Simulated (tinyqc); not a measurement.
Empirical pseudopotential in a few plane waves, step by step. Computed by tinyqc, a small Python program that keeps every step. Settings: plane-wave index or count = 15. Command: `OMP_NUM_THREADS=1 python tinyqc.py 24792 24793 out.jsonl` (the two numbers bound the seeds that draw the settings). One thread of a shared host (Intel(R) Xeon(R) Processor @ 2.60GHz), about 0.2 s of CPU time with the checks.

## Bloch Hamiltonian at k

Parameters chosen for this model: fcc lattice, atoms at +/- a/8 (1,1,1); form factors in rydberg at |G|^2 in units of (2 pi/a)^2:
```
parameter                 value      unit
a                      5.630000  angstrom
VS(3)                 -0.250000        Ry
VS(8)                  0.003000        Ry
VS(11)                 0.072000        Ry
VA(3)                         0        Ry
VA(4)                         0        Ry
VA(11)                        0        Ry
hbar^2/2m (2 pi/a)^2   4.745324        eV
```

k point k (2 pi / a): [-0.260000, 0.460000, 0.390000]

Basis: the 15 shortest G (labels in 2 pi/a), the same at every k. H(G,G') = c |k + G|^2 delta + VS(|G-G'|^2) cos((G-G').tau) + i VA sin((G-G').tau), tau = a/8 (1,1,1); 1 Ry = 13.605693 eV.

H(k) at k (eV), order +0+0+0, -1-1-1, -1-1+1, -1+1-1, -1+1+1, +1-1-1, +1-1+1, +1+1-1, +1+1+1, -2+0+0, +0-2+0, +0+0-2, +0+0+2, +0+2+0, +2+0+0:
```
[[2.046658, 2.405169, -2.405169, -2.405169, -2.405169, -2.405169, -2.405169, -2.405169, 2.405169, 0.000000, 0.000000, 0.000000, 0.000000, 0.000000, 0.000000],
 [2.405169, 10.683148, 0.000000, 0.000000, -0.040817, 0.000000, -0.040817, -0.040817, 0.000000, -2.405169, -2.405169, -2.405169, -0.692689, -0.692689, -0.692689],
 [-2.405169, 0.000000, 18.085853, 0.040817, 0.000000, 0.040817, 0.000000, 0.000000, -0.040817, -2.405169, -2.405169, 0.692689, 2.405169, -0.692689, -0.692689],
 [-2.405169, 0.000000, 0.040817, 19.414544, 0.000000, 0.040817, 0.000000, 0.000000, -0.040817, -2.405169, 0.692689, -2.405169, -0.692689, 2.405169, -0.692689],
 [-2.405169, -0.040817, 0.000000, 0.000000, 26.817250, 0.000000, 0.040817, 0.040817, 0.000000, 2.405169, -0.692689, -0.692689, -2.405169, -2.405169, 0.692689],
 [-2.405169, 0.000000, 0.040817, 0.040817, 0.000000, 5.748011, 0.000000, 0.000000, -0.040817, 0.692689, -2.405169, -2.405169, -0.692689, -0.692689, 2.405169],
 [-2.405169, -0.040817, 0.000000, 0.000000, 0.040817, 0.000000, 13.150716, 0.040817, 0.000000, -0.692689, 2.405169, -0.692689, -2.405169, 0.692689, -2.405169],
 [-2.405169, -0.040817, 0.000000, 0.000000, 0.040817, 0.000000, 0.040817, 14.479407, 0.000000, -0.692689, -0.692689, 2.405169, 0.692689, -2.405169, -2.405169],
 [2.405169, 0.000000, -0.040817, -0.040817, 0.000000, -0.040817, 0.000000, 0.000000, 21.882113, -0.692689, -0.692689, -0.692689, -2.405169, -2.405169, -2.405169],
 [0.000000, -2.405169, -2.405169, -2.405169, 2.405169, 0.692689, -0.692689, -0.692689, -0.692689, 25.963091, 0.040817, 0.040817, -0.040817, -0.040817, 0.000000],
 [0.000000, -2.405169, -2.405169, 0.692689, -0.692689, -2.405169, 2.405169, -0.692689, -0.692689, 0.040817, 12.296558, 0.040817, -0.040817, 0.000000, -0.040817],
 [0.000000, -2.405169, 0.692689, -2.405169, -0.692689, -2.405169, -0.692689, 2.405169, -0.692689, 0.040817, 0.040817, 13.625249, 0.000000, -0.040817, -0.040817],
 [0.000000, -0.692689, 2.405169, -0.692689, -2.405169, -0.692689, -2.405169, 0.692689, -2.405169, -0.040817, -0.040817, 0.000000, 28.430660, 0.040817, 0.040817],
 [0.000000, -0.692689, -0.692689, 2.405169, -2.405169, -0.692689, 0.692689, -2.405169, -2.405169, -0.040817, 0.000000, -0.040817, 0.040817, 29.759350, 0.040817],
 [0.000000, -0.692689, -0.692689, -0.692689, 0.692689, 2.405169, -2.405169, -2.405169, -2.405169, 0.000000, -0.040817, -0.040817, 0.040817, 0.040817, 16.092817]]
```

## Levels at k

Diagonalise the Hermitian matrix.

eigenvalues (eV): [-1.108724, 3.872054, 8.583221, 9.171024, 12.058157, 14.974659, 15.485074, 17.752327, 19.304891, 19.478501, 21.448029, 25.106661, 28.784328, 30.496199, 33.069026]

## Bands along a path

The same steps at evenly spaced points between the labelled ones.

Bands along the path (eV), lowest eight:
```
k            band 1    band 2    band 3    band 4     band 5     band 6     band 7     band 8
L         -0.408937  2.830656  9.221821  9.221821  11.266320  15.354974  15.354974  18.207427
L-G 0.25  -1.154950  3.841476  9.216568  9.216568  11.357213  15.227568  15.227568  18.411029
L-G 0.50  -1.978731  5.658630  9.438726  9.438726  11.723064  15.084863  15.084863  16.134105
L-G 0.75  -2.524074  7.846660  9.768943  9.768943  11.804329  14.328572  14.542054  14.542054
G         -2.711178  9.946412  9.946412  9.946412  10.354786  14.195155  14.195155  14.195155
G-X 0.25  -2.460777  7.690722  9.461874  9.461874  12.598200  13.335491  15.071722  15.071722
G-X 0.50  -1.716251  5.420589  8.679852  8.679852  12.326907  13.572588  17.013151  17.013151
G-X 0.75  -0.498714  3.362996  8.180318  8.180318  11.882016  12.476436  19.423647  19.423647
X          1.153876  1.571174  8.138964  8.138964  11.648181  12.133969  22.170015  22.170015
```

With 4 band(s) filled, the highest filled level on these points lies at G and the lowest empty one at G: a gap of 0.4084 eV, direct. This holds for the small fixed basis; with all plane waves up to |k + G|^2 = 21 (2 pi/a)^2 the gap along the path is 1.36 eV.

## Convergence with the number of plane waves

Levels at G counted from the fourth one.

Levels (eV):
```
plane waves     level 1   level 5   level 8
9            -16.906333         0  0.163268
15           -12.657589  0.408375  4.248743
27           -11.976444  1.105038  4.011719
51           -11.891050  1.343769  4.255960
59           -11.928200  1.375683  4.091075
65           -11.946367  1.375683  4.062546
89           -11.922251  1.367994  4.079559
```
